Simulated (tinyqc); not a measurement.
# Changing the starting thickness h0

Model: spin coating of a resist or spin-on film: centrifugal thinning, evaporation and the final thickness (Emslie and Meyerhofer models). Computed by tinyqc, a small Python program. Command: `OMP_NUM_THREADS=1 python tinyqc.py 3111596 3111597 out.jsonl spincoat sweep`. One thread of a shared host (Intel(R) Xeon(R) Processor @ 2.30GHz), about 0.3 s of CPU time with the checks.

A Newtonian film stays uniform over the wafer; solvent and solids have the same density and the concentration is uniform through the thickness.

Inputs (values chosen for the exercise, of the order of those of a polymer resist in an ester solvent): solids volume fraction c0 = 0.026; kinematic viscosity of the solvent nu_s = 1.3 mm^2/s; viscosity constant k = 2300 mm^2/s; viscosity exponent gamma = 3.2; spin speed f = 3000 rpm; evaporation rate at 1000 rpm e0 = 0.07 micrometre/s; time t = 2.6 s; wafer radius R = 150 mm; shrinkage in the bake = 2.7 %.

Method:
- omega = 2 pi f/60; nu(c) = nu_s + k c^gamma; evaporation rate e = e0 sqrt(f/1000 rpm).
- Flow constant K = 2 omega^2/(3 nu(c0)); Reynolds number of the air omega R^2/nu_air with nu_air = 15 mm^2/s.
- dh/dt = -K h^3 gives h = h0/sqrt(1 + 2 K h0^2 t); for long times h = 1/sqrt(2 K t).
- Full model for solids s and liquid l per area, h = s + l, c = s/h: ds/dt = -c Q, dl/dt = -(1 - c) Q - e, Q = 2 omega^2 h^3/(3 nu(c)); integrated adaptively (relative tolerance 1e-9) until l = 0.
- Dry film = s at l = 0, before the bake; film after the bake = s x (1 - shrinkage).

One run for each value:
```
starting thickness h0 (micrometre)  dry film (nm)  h(t) without evaporation (micrometre)  time to dry (s)
20                                         35.631                                 1.9544           13.193
39                                         35.635                                 1.9613           13.211
75                                         35.635                                 1.9631           13.216
140                                        35.635                                 1.9636           13.217
280                                        35.635                                 1.9637           13.218
540                                        35.635                                 1.9638           13.218
1000                                       35.635                                 1.9638           13.218
2000                                       35.635                                 1.9638           13.218
```

Over the rows, dry film (nm) rises from 35.6312 to 35.6350; h(t) without evaporation (micrometre) rises from 1.954 to 1.964; time to dry (s) rises from 13.193 to 13.218. The exponent of dry film stays at 0: the excess is flung off.

Caution (all rows): above a Reynolds number of about 3e5 the air flow near the rim turns turbulent, and evaporation is no longer uniform.
